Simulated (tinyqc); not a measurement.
Inside a calculation: two electrons on one impurity (helium-like model). Values are carried at full precision from step to step, so a last printed digit may differ when a step is redone from the rounded ones.

Units Ha* = 2 Ry m/eps^2 and a* = a0 eps/m. One electron is bound by Z^2/2. Two electrons in the singlet built from exp(-a r) and exp(-b r): S = 8 (ab)^(3/2)/(a + b)^3, h_aa = a^2/2 - Z a, h_bb alike, h_ab = S (ab/2 - Z (a + b)/2), J = ab (a^2 + 3ab + b^2)/(a + b)^3, K = 20 (ab)^3/(a + b)^5, E = (h_aa + h_bb + 2 S h_ab + J + K)/(1 + S^2). For a = b this is a^2 - 2 Z a + 5a/8. Real double donors are deeper, since the central cell is left out.

Constants: Ry = 13.60569312 eV; a0 (Bohr radius) = 0.5291772105 angstrom.

Inputs chosen for the exercise (near those of impurities in InP; shifted at random, so the results belong to these values and not to a real crystal):
```
symbol  value         unit  meaning
m       0.077         m0    one mean mass
eps     12.3                dielectric constant
Z       1                   effective charge (1: D- centre, 2: double donor; other values mimic a central cell)
ab      (0.95, 0.33)  1/a*  trial exponents a, b
```

## Units and equal orbitals

Give Ha*, a*, the best common exponent Z - 5/16, E = -(Z - 5/16)^2, and the binding of the second electron -Z^2/2 - E.

Ha* = 13.849 meV
a* = 84.53 angstrom
exponent = 0.6875
E with equal orbitals = -0.47266 Ha*
binding of the second electron = -0.38 meV

With equal orbitals the second electron is not bound; this is a fault of the trial function, since unequal orbitals do bind it.

## Unequal orbitals

Evaluate the integrals and E.

S, h_aa, h_bb, h_ab, J, K: 0.66960  -0.49875  -0.27555  -0.32358  0.29179  0.17935

E = -0.50851 Ha*

This lies 0.0359 Ha* below the best equal-orbital value -(Z - 5/16)^2.

## The minimum over a and b

Give a, b, E, both binding energies and U, their difference.

a, b (1/a*): 1.039  0.283

E = -0.51330 Ha*

binding of the first and second electron (meV): 6.92  0.18

U = 6.74 meV

Letting one electron stay close and the other roam (decay lengths 81 and 298 angstrom) gains 0.56 meV. The exact value for Z = 1 is -0.52775, a binding of 0.38 meV, so this function recovers 48 % of it.

## Checks

- Minimum for Z = 1 against the known -0.51330: both -0.51330.
- Minimum for Z = 2 against the known -2.87566: both -2.87566.

Run: tinyqc, `OMP_NUM_THREADS=1 python tinyqc.py 1251483 1251484 out.jsonl`; Intel(R) Xeon(R) Processor @ 2.30GHz, one thread, shared host; about 0.03 s of CPU time with all checks.
